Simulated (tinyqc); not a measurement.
Thin (001) film in sp3s* tight binding with raised dangling bonds, step by step. Values are carried at full precision from step to step, so a last printed digit may differ when a step is redone from the rounded ones.

sp3s* tight binding, nearest neighbours only: anion (a) at 0, cation (c) at a/4 (1,1,1), orbitals s, px, py, pz, s* on each; k in units of 2 pi/a. With phases e_j = exp(i (pi/2) k.n_j) for n = (1,1,1), (1,-1,-1), (-1,1,-1), (-1,-1,1): g0 = (e1+e2+e3+e4)/4, g1 = (e1+e2-e3-e4)/4, g2 = (e1-e2+e3-e4)/4, g3 = (e1-e2-e3+e4)/4. The diagonal holds the levels Esa, Epa, Exa (s*) and Esc, Epc, Exc. Anion-cation block: <sa|sc> = Vss g0; <sa|xc> = Vsapc g1; <xa|sc> = -Vscpa g1; <xa|xc> = Vxx g0; <xa|yc> = <ya|xc> = Vxy g3, <xa|zc> = <za|xc> = Vxy g2, <ya|zc> = <za|yc> = Vxy g1; <s*a|xc> = Vxapc g1; <xa|s*c> = -Vpaxc g1; y and z take g2 and g3 in place of g1; s-s* and s*-s* vanish.

Inputs chosen for the exercise (out of a larger set: near a published set for GaP, fitted to gaps, whose masses and valley positions are rough; not measured data): p = (-8.118, 1.133, -2.206, 4.11, 8.476, 7.224, -7.509, 2.136, 5.136, 4.246, 6.292, 4.685, 5.093) eV (order Esa, Epa, Esc, Epc, Exa, Exc, Vss, Vxx, Vxy, Vsapc, Vscpa, Vxapc, Vpaxc); N = 4 (atomic planes in the small film); dl = 5 eV (shift of the dangling hybrids).

## Bulk edges along [001]

Gap at Gamma and minimum on (0,0,kz), kz from 0.5 to 1, from the bulk Ev. States at zero in-plane momentum come from this line alone.

edges (eV): Gamma 2.8899, Delta 2.2743

kz of the minimum = 1.0000 2 pi/a

## The two blocks of the small film

Planes alternate anion (a), cation (c) along [001], a/4 apart, starting with an anion; zero in-plane momentum; levels counted from the bulk Ev, the lower root of [[Epa, Vxx], [Vxx, Epc]]; no spin-orbit coupling. Block of s, pz, s*: from an anion to the cation above, Vss/2 (s,s), Vsapc/2 (s,z), -Vscpa/2 (z,s), Vxx/2 (z,z), Vxapc/2 (s*,z), -Vpaxc/2 (z,s*); to the cation below the same with the s-z and s*-z signs reversed. Block of u = (px + py)/sqrt2 and v = (px - py)/sqrt2: to the cation above (Vxx + Vxy)/2 for u and (Vxx - Vxy)/2 for v, to the cation below the reverse. Each surface atom has two dangling sp3 hybrids; raising both by dl adds (dl/2) [[1, t], [t, 1]] to its s, pz levels (t = -1 at the bottom face, +1 at the top) and dl to the one of u, v in whose plane the missing bonds lie (v for a bottom anion or a top cation, u for a top anion).

Fill them in.

s, pz, s* block (eV), rows sa1, za1, *a1, sc2, zc2, *c2, sa3, za3, *a3, sc4, zc4, *c4 and columns alike:
```
[[-5.636, -2.500, 0, -3.755, 2.123, 0, 0, 0, 0, 0, 0, 0],
 [-2.500, 3.615, 0, -3.146, 1.068, -2.546, 0, 0, 0, 0, 0, 0],
 [0, 0, 8.458, 0, 2.342, 0, 0, 0, 0, 0, 0, 0],
 [-3.755, -3.146, 0, -2.224, 0, 0, -3.755, 3.146, 0, 0, 0, 0],
 [2.123, 1.068, 2.342, 0, 4.092, 0, -2.123, 1.068, -2.342, 0, 0, 0],
 [0, -2.546, 0, 0, 0, 7.206, 0, 2.546, 0, 0, 0, 0],
 [0, 0, 0, -3.755, -2.123, 0, -8.136, 0, 0, -3.755, 2.123, 0],
 [0, 0, 0, 3.146, 1.068, 2.546, 0, 1.115, 0, -3.146, 1.068, -2.546],
 [0, 0, 0, 0, -2.342, 0, 0, 0, 8.458, 0, 2.342, 0],
 [0, 0, 0, 0, 0, 0, -3.755, -3.146, 0, 0.276, 2.500, 0],
 [0, 0, 0, 0, 0, 0, 2.123, 1.068, 2.342, 2.500, 6.592, 0],
 [0, 0, 0, 0, 0, 0, 0, -2.546, 0, 0, 0, 7.206]]
```

u, v block (eV), rows ua1, va1, uc2, vc2, ua3, va3, uc4, vc4 and columns alike:
```
[[1.115, 0, 3.636, 0, 0, 0, 0, 0],
 [0, 6.115, 0, -1.500, 0, 0, 0, 0],
 [3.636, 0, 4.092, 0, -1.500, 0, 0, 0],
 [0, -1.500, 0, 4.092, 0, 3.636, 0, 0],
 [0, 0, -1.500, 0, 1.115, 0, 3.636, 0],
 [0, 0, 0, 3.636, 0, 1.115, 0, -1.500],
 [0, 0, 0, 0, 3.636, 0, 4.092, 0],
 [0, 0, 0, 0, 0, -1.500, 0, 9.092]]
```

## Levels of the small film

Diagonalise both blocks.

levels of the s, pz, s* block (eV): [-12.121, -9.086, -4.302, 1.634, 2.914, 3.329, 4.135, 6.169, 7.820, 9.231, 10.113, 11.184]

levels of the u, v block (eV): [-2.101, -1.562, -0.712, 5.015, 5.919, 7.308, 7.466, 9.495]

1 level lies between 0 and the bulk edge 2.274 eV: 1.634 eV.

## Checks

- Lowest conduction level of 201 planes, with the dangling hybrids shifted far away, against the bulk edge: 2.275 against 2.274.

tinyqc: `OMP_NUM_THREADS=1 python tinyqc.py 1452162 1452163 out.jsonl`; about 0.4 s, one thread, shared Intel(R) Xeon(R) Processor @ 2.30GHz.
